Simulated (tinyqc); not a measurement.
Thin-film transistor with exponential tail and deep states, accumulation layer: one step of the calculation.

An undoped film in accumulation, thicker than the space-charge layer. With band bending psi the Fermi level lies E0 - psi below the band edge. Free electrons n = n0 exp(psi/Vt) carry the current; electrons in two exponential distributions of traps, a = a0 exp(psi/Va) and d = d0 exp(psi/Vp), do not. Linear regime, ohmic contacts, traps in equilibrium.

Task. Bulk densities. Va = kB Tt/q, Vp = kB Td/q; n0 = Nc exp(-E0/Vt), a0 = Nt th(T/Tt) exp(-E0/Va), d0 = Nd th(T/Td) exp(-E0/Vp), th(x) = pi x/sin(pi x).

Values chosen for this exercise; values close to those of an organic semiconductor:
- T = 290 K (temperature)
- Nc = 1e20 cm^-3 (density of extended states)
- Nt = 8.4e19 cm^-3 (total density of tail states)
- Tt = 390 K (characteristic temperature of the tail)
- Nd = 3.8e17 cm^-3 (total density of deep states)
- Td = 1090 K (characteristic temperature of the deep states)
- E0 = 0.61 eV (bulk Fermi level below the band edge)

Constants: q = 1.602176634e-19 C, kB = 1.380649e-23 J/K, Vt = kB T/q. Results are converted to the units shown.

Wanted: Va; Vp; th(T/Tt); n0; a0; d0.

Result.

Va = 0.033608 V
Vp = 0.093929 V
th(T/Tt) = 3.2391
n0 = 2.5066e9 cm^-3
a0 = 3.5643e12 cm^-3
d0 = 6.4738e14 cm^-3

tinyqc, about 0.03 s, one thread, Intel Xeon 2.30GHz (shared host): `OMP_NUM_THREADS=1 python tinyqc.py 2610029 2610030 out.jsonl`
